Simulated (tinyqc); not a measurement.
Inside a calculation. Method: CCSD on RHF in the sto-6g basis, frozen core, for BeH+, spin multiplicity 1. Computed by tinyqc, a small Python program that keeps every step (integrals from PySCF). Settings: charge = 1, multiplicity = 1, basis = sto-6g, method = RHF, frozen orbitals = 1, energy threshold = 1e-10, iteration cap = 54, orthogonalisation = symmetric, start = Wolfsberg-Helmholz matrix, DIIS depth = 6, amplitude equations = CCSD, DIIS depth for amplitudes = 0, cap on updates = 52. Command: `OMP_NUM_THREADS=1 python tinyqc.py 28641 28642 out.jsonl` (the two numbers bound the seeds that draw the settings). One thread of a shared host (Intel(R) Xeon(R) Processor @ 2.60GHz), about 0.3 s of CPU time with the checks. The early iterations of the SCF are left out here.

## One-electron integrals

Geometry (angstrom):
```
atom        x        y        z
Be    0.00000  0.00000  0.00000
H     0.00000  0.00000  1.18700
```

Basis sto-6g: exponents (1/bohr^2) and contraction coefficients of normalised primitives:
```
element  l (shell)   exponent  coefficient
Be           s (1)  312.87049      0.00916
Be           s (1)   57.36446      0.04936
Be           s (1)   16.04851      0.16854
Be           s (1)    5.51310      0.37056
Be           s (1)    2.14090      0.41649
Be           s (1)    0.88174      0.13033
Be           s (2)   13.63325     -0.01325
Be           s (2)    2.69838     -0.04699
Be           s (2)    0.83865     -0.03379
Be           s (2)    0.32266      0.25024
Be           s (2)    0.14013      0.59512
Be           s (2)    0.06423      0.24071
Be           p (3)   13.63325      0.00376
Be           p (3)    2.69838      0.03768
Be           p (3)    0.83865      0.17390
Be           p (3)    0.32266      0.41804
Be           p (3)    0.14013      0.42586
Be           p (3)    0.06423      0.10171
H            s (1)   35.52322      0.00916
H            s (1)    6.51314      0.04936
H            s (1)    1.82214      0.16854
H            s (1)    0.62596      0.37056
H            s (1)    0.24308      0.41649
H            s (1)    0.10011      0.13033
```

Overlap, kinetic and nuclear-attraction integrals over the contracted functions; the nuclear repulsion is the sum of Za Zb / Rab.

nuclear repulsion = 1.7832425 hartree

overlap S:
```
          1Be 1s   1Be 2s  1Be 2px  1Be 2py  1Be 2pz    2H 1s
1Be 1s   1.00000  0.25476  0.00000  0.00000  0.00000  0.10077
1Be 2s   0.25476  1.00000  0.00000  0.00000  0.00000  0.52324
1Be 2px  0.00000  0.00000  1.00000  0.00000  0.00000  0.00000
1Be 2py  0.00000  0.00000  0.00000  1.00000  0.00000  0.00000
1Be 2pz  0.00000  0.00000  0.00000  0.00000  1.00000  0.56268
2H 1s    0.10077  0.52324  0.00000  0.00000  0.56268  1.00000
```

kinetic energy T (hartree):
```
           1Be 1s    1Be 2s  1Be 2px  1Be 2py  1Be 2pz     2H 1s
1Be 1s    6.76875  -0.20738  0.00000  0.00000  0.00000  -0.01085
1Be 2s   -0.20738   0.22012  0.00000  0.00000  0.00000   0.09425
1Be 2px   0.00000   0.00000  0.66127  0.00000  0.00000   0.00000
1Be 2py   0.00000   0.00000  0.00000  0.66127  0.00000   0.00000
1Be 2pz   0.00000   0.00000  0.00000  0.00000  0.66127   0.24572
2H 1s    -0.01085   0.09425  0.00000  0.00000  0.24572   0.76852
```

nuclear attraction V (hartree):
```
            1Be 1s    1Be 2s   1Be 2px   1Be 2py   1Be 2pz     2H 1s
1Be 1s   -15.16060  -1.76427   0.00000   0.00000  -0.02408  -0.78444
1Be 2s    -1.76427  -2.70172   0.00000   0.00000  -0.16662  -1.50548
1Be 2px    0.00000   0.00000  -2.65728   0.00000   0.00000   0.00000
1Be 2py    0.00000   0.00000   0.00000  -2.65728   0.00000   0.00000
1Be 2pz   -0.02408  -0.16662   0.00000   0.00000  -2.79026  -1.62148
2H 1s     -0.78444  -1.50548   0.00000   0.00000  -1.62148  -2.99692
```

core Hamiltonian H = T + V (hartree):
```
           1Be 1s    1Be 2s   1Be 2px   1Be 2py   1Be 2pz     2H 1s
1Be 1s   -8.39185  -1.97165   0.00000   0.00000  -0.02408  -0.79529
1Be 2s   -1.97165  -2.48160   0.00000   0.00000  -0.16662  -1.41122
1Be 2px   0.00000   0.00000  -1.99602   0.00000   0.00000   0.00000
1Be 2py   0.00000   0.00000   0.00000  -1.99602   0.00000   0.00000
1Be 2pz  -0.02408  -0.16662   0.00000   0.00000  -2.12899  -1.37576
2H 1s    -0.79529  -1.41122   0.00000   0.00000  -1.37576  -2.22840
```

## Two-electron integrals

Functions are numbered as in S; the eight-fold symmetry (ij|kl) = (ji|kl) = (kl|ij) leaves the list below.

Two-electron integrals (ij|kl) in chemists' order, unique and non-zero (hartree):
```
(11|11) 2.30000   (21|11) 0.36188   (21|21) 0.07193   (22|11) 0.57033
(22|21) 0.13965   (22|22) 0.41777   (31|31) 0.01525   (32|31) 0.02255
(32|32) 0.09234   (33|11) 0.57033   (33|21) 0.13965   (33|22) 0.41777
(33|33) 0.45012   (41|41) 0.01525   (42|41) 0.02255   (42|42) 0.09234
(43|43) 0.02426   (44|11) 0.57033   (44|21) 0.13965   (44|22) 0.41777
(44|33) 0.40160   (44|44) 0.45012   (51|51) 0.01525   (52|51) 0.02255
(52|52) 0.09234   (53|53) 0.02426   (54|54) 0.02426   (55|11) 0.57033
(55|21) 0.13965   (55|22) 0.41777   (55|33) 0.40160   (55|44) 0.40160
(55|55) 0.45012   (61|11) 0.14949   (61|21) 0.02873   (61|22) 0.05510
(61|33) 0.05466   (61|44) 0.05466   (61|51) 0.00281   (61|52) 0.00529
(61|55) 0.05599   (61|61) 0.01212   (62|11) 0.27412   (62|21) 0.06769
(62|22) 0.21142   (62|33) 0.20447   (62|44) 0.20447   (62|51) 0.00944
(62|52) 0.04958   (62|55) 0.22531   (62|61) 0.02941   (62|62) 0.14461
(63|31) 0.00752   (63|32) 0.03158   (63|53) 0.00928   (63|63) 0.01576
(64|41) 0.00752   (64|42) 0.03158   (64|54) 0.00928   (64|64) 0.01576
(65|11) 0.26800   (65|21) 0.06719   (65|22) 0.21978   (65|33) 0.20709
(65|44) 0.20709   (65|51) 0.01565   (65|52) 0.07842   (65|55) 0.24518
(65|61) 0.03102   (65|62) 0.17291   (65|65) 0.21744   (66|11) 0.43814
(66|21) 0.11046   (66|22) 0.37723   (66|33) 0.35068   (66|44) 0.35068
(66|51) 0.02068   (66|52) 0.12929   (66|55) 0.43032   (66|61) 0.05026
(66|62) 0.31115   (66|65) 0.39906   (66|66) 0.77500
```

## Orthogonalisation

S = U s U^T; symmetric (Loewdin) form X = U s^(-1/2) U^T, so that X^T S X = 1.

eigenvalues of S: 0.22787  0.79567  1.00000  1.00000  1.15942  1.81704

X:
```
           1Be 1s    1Be 2s  1Be 2px  1Be 2py   1Be 2pz     2H 1s
1Be 1s    1.02611  -0.13920  0.00000  0.00000  -0.00673   0.00760
1Be 2s   -0.13920   1.22168  0.00000  0.00000   0.20902  -0.45497
1Be 2px   0.00000   0.00000  1.00000  0.00000   0.00000   0.00000
1Be 2py   0.00000   0.00000  0.00000  1.00000   0.00000   0.00000
1Be 2pz  -0.00673   0.20902  0.00000  0.00000   1.22278  -0.48598
2H 1s     0.00760  -0.45497  0.00000  0.00000  -0.48598   1.41595
```

## Iteration 8 (converged): orbitals

converged F (hartree):
```
           1Be 1s    1Be 2s   1Be 2px   1Be 2py   1Be 2pz     2H 1s
1Be 1s   -5.10084  -1.37155   0.00000   0.00000   0.01358  -0.54433
1Be 2s   -1.37155  -0.85922   0.00000   0.00000  -0.17223  -0.65505
1Be 2px   0.00000   0.00000  -0.15421   0.00000   0.00000   0.00000
1Be 2py   0.00000   0.00000   0.00000  -0.15421   0.00000   0.00000
1Be 2pz   0.01358  -0.17223   0.00000   0.00000  -0.37906  -0.49942
2H 1s    -0.54433  -0.65505   0.00000   0.00000  -0.49942  -0.66758
```

Diagonalise F' = X^T F X, C = X C', fill 2 alpha and 2 beta electrons from the bottom; D = 2 C_occ C_occ^T. Each column has its largest component positive (the first on a tie).

F' = X^T F X (hartree):
```
          1         2         3         4         5         6
1  -5.00309  -0.65421   0.00000   0.00000   0.03678  -0.13274
2  -0.65421  -0.40401   0.00000   0.00000   0.05666  -0.44627
3   0.00000   0.00000  -0.15421   0.00000   0.00000   0.00000
4   0.00000   0.00000   0.00000  -0.15421   0.00000   0.00000
5   0.03678   0.05666   0.00000   0.00000  -0.12353  -0.44045
6  -0.13274  -0.44627   0.00000   0.00000  -0.44045  -0.15330
```

orbital energies (hartree): MO1 -5.10208, MO2 -0.77509, MO3 -0.27004, MO4 -0.15421, MO5 -0.15421, MO6 0.46328

coefficients C:
```
              MO1       MO2       MO3       MO4      MO5       MO6
1Be 1s    0.99562  -0.18797  -0.19001   0.00000  0.00000   0.09837
1Be 2s    0.01637   0.49388   0.77258   0.00000  0.00000  -0.95994
1Be 2px   0.00000   0.00000   0.00000  -0.20441  0.97888   0.00000
1Be 2py   0.00000   0.00000   0.00000   0.97888  0.20441   0.00000
1Be 2pz  -0.00264   0.30260  -0.64412   0.00000  0.00000  -1.12634
2H 1s     0.00075   0.50915  -0.18827   0.00000  0.00000   1.46747
```

D after iteration 8:
```
           1Be 1s    1Be 2s  1Be 2px  1Be 2py   1Be 2pz     2H 1s
1Be 1s    2.05319  -0.15309  0.00000  0.00000  -0.11903  -0.18991
1Be 2s   -0.15309   0.48837  0.00000  0.00000   0.29881   0.50294
1Be 2px   0.00000   0.00000  0.00000  0.00000   0.00000   0.00000
1Be 2py   0.00000   0.00000  0.00000  0.00000   0.00000   0.00000
1Be 2pz  -0.11903   0.29881  0.00000  0.00000   0.18315   0.30814
2H 1s    -0.18991   0.50294  0.00000  0.00000   0.30814   0.51847
```

Within a degenerate level the vectors are fixed only up to a rotation; this is one choice.

## Convergence

Stop when the energy changes by less than 1e-10 hartree and every element of the error matrix X^T (F D S - S D F) X is below 3e-06.

Course of the cycle:
```
iteration  E (hartree)     change  largest element of the error matrix
1          -14.7865179          -                             1.94e-01
2          -14.8080918  -2.16e-02                             3.84e-02
3          -14.8136944  -5.60e-03                             1.96e-02
4          -14.8153104  -1.62e-03                             2.35e-03
5          -14.8153136  -3.16e-06                             9.15e-04
6          -14.8153149  -1.31e-06                             1.63e-05
7          -14.8153149  -3.63e-10                             9.31e-07
8          -14.8153149  -1.36e-12                             2.55e-08
```

PySCF RHF in the same basis = -14.8153149 hartree

Converged in 8 iterations.

## Integrals over molecular orbitals

(pq|rs) = sum C_ip C_jq C_kr C_ls (ij|kl), one index at a time.

one-electron integrals over orbitals h = C^T H C (hartree):
```
          1         2         3         4         5         6
1  -8.38452   0.16624   0.21259   0.00000   0.00000  -0.06918
2   0.16624  -2.33687   0.02030   0.00000   0.00000   0.10061
3   0.21259   0.02030  -1.98773   0.00000   0.00000  -0.01261
4   0.00000   0.00000   0.00000  -1.99602   0.00000   0.00000
5   0.00000   0.00000   0.00000   0.00000  -1.99602   0.00000
6  -0.06918   0.10061  -0.01261   0.00000   0.00000  -1.55607
```

Two-electron integrals over orbitals (pq|rs), unique and non-zero (hartree); the lowest 1 orbital is frozen and left out:
```
(22|22) 0.56354    (32|22) -0.06346   (32|32) 0.02622    (33|22) 0.32164
(33|32) 0.02292    (33|33) 0.48015    (42|42) 0.04248    (43|42) 0.02960
(43|43) 0.05327    (44|22) 0.37999    (44|32) 0.01285    (44|33) 0.40266
(44|44) 0.45012    (52|52) 0.04248    (53|52) 0.02960    (53|53) 0.05327
(54|54) 0.02426    (55|22) 0.37999    (55|32) 0.01285    (55|33) 0.40266
(55|44) 0.40160    (55|55) 0.45012    (62|22) 0.08337    (62|32) -0.04318
(62|33) -0.02633   (62|44) -0.04238   (62|55) -0.04238   (62|62) 0.12260
(63|22) -0.05671   (63|32) 0.02124    (63|33) 0.05754    (63|44) 0.01076
(63|55) 0.01076    (63|62) -0.04082   (63|63) 0.04263    (64|42) -0.03084
(64|43) -0.01723   (64|64) 0.02821    (65|52) -0.03084   (65|53) -0.01723
(65|65) 0.02821    (66|22) 0.54922    (66|32) -0.05893   (66|33) 0.35443
(66|44) 0.38390    (66|55) 0.38390    (66|62) 0.10886    (66|63) -0.05129
(66|66) 0.57979
```

## CCSD: starting amplitudes

t_ij^ab = <ij||ab> / (e_i + e_j - e_a - e_b), whose energy is MP2.

Starting amplitudes (spin orbitals 1a, 1b, ...; amplitudes related by a flip of all spins are not repeated):
```
from      to         t
2a 2b  6a 6b  -0.04950
2a 2b  4a 4b  -0.03421
2a 2b  5a 5b  -0.03421
2a 2b  3a 3b  -0.02596
2a 2b  3a 6b   0.02477
```

correlation energy = -0.0117951 hartree

## CCSD: amplitude update 1

t_i^a D_i^a and t_ij^ab D_ij^ab are set to the remaining terms of the spin-orbital equations, evaluated with the old amplitudes; for the doubles these are <ij||ab> + 1/2 <ab||ef> t_ij^ef + 1/2 <mn||ij> t_mn^ab + P(ij)P(ab) <mb||ej> t_im^ae + terms in t^2 + terms with t1, D the orbital-energy denominators.

Amplitudes after update 1 (spin orbitals 1a, 1b, ...; amplitudes related by a flip of all spins are not repeated):
```
from      to         t
2a 2b  6a 6b  -0.06457
2a 2b  4a 4b  -0.04190
2a 2b  5a 5b  -0.04190
2a 2b  3a 6b   0.03535
2a 2b  3a 3b  -0.03112
2a        3a   0.00879
2a        6a   0.00049
```

correlation energy = -0.0153437 hartree

## CCSD: convergence

E_corr = 1/4 sum <ij||ab> t_ij^ab + 1/2 sum <ij||ab> t_i^a t_j^b; stop when the norm of the change is below 1e-8.

Course of the amplitude iterations:
```
update  correlation energy (hartree)  norm of the change
0                         -0.0117951                   -
1                         -0.0153437            5.04e-02
2                         -0.0165177            2.04e-02
3                         -0.0169499            1.09e-02
4                         -0.0171324            6.77e-03
5                         -0.0172214            4.37e-03
6                         -0.0172705            2.86e-03
7                         -0.0172998            1.87e-03
8                         -0.0173181            1.23e-03
9                         -0.0173298            8.07e-04
10                        -0.0173374            5.30e-04
11                        -0.0173424            3.48e-04
12                        -0.0173456            2.29e-04
13                        -0.0173477            1.50e-04
...                              ...                 ...
23                        -0.0173517            2.25e-06
24                        -0.0173518            1.48e-06
25                        -0.0173518            9.70e-07
26                        -0.0173518            6.38e-07
27                        -0.0173518            4.19e-07
28                        -0.0173518            2.75e-07
29                        -0.0173518            1.81e-07
30                        -0.0173518            1.19e-07
31                        -0.0173518            7.80e-08
32                        -0.0173518            5.12e-08
33                        -0.0173518            3.36e-08
34                        -0.0173518            2.21e-08
35                        -0.0173518            1.45e-08
36                        -0.0173518            9.54e-09
```

Converged amplitudes (spin orbitals 1a, 1b, ...; amplitudes related by a flip of all spins are not repeated):
```
from      to         t
2a 2b  6a 6b  -0.06984
2a 2b  3a 6b   0.04519
2a 2b  4a 4b  -0.04443
2a 2b  5a 5b  -0.04443
2a 2b  3a 3b  -0.04306
2a        3a   0.02964
2a        6a   0.00258
```

CCSD total energy = -14.8326667 hartree

T1 diagnostic, norm of the one-spin t1 over sqrt(correlated electrons) = 0.02104

Converged in 36 updates.
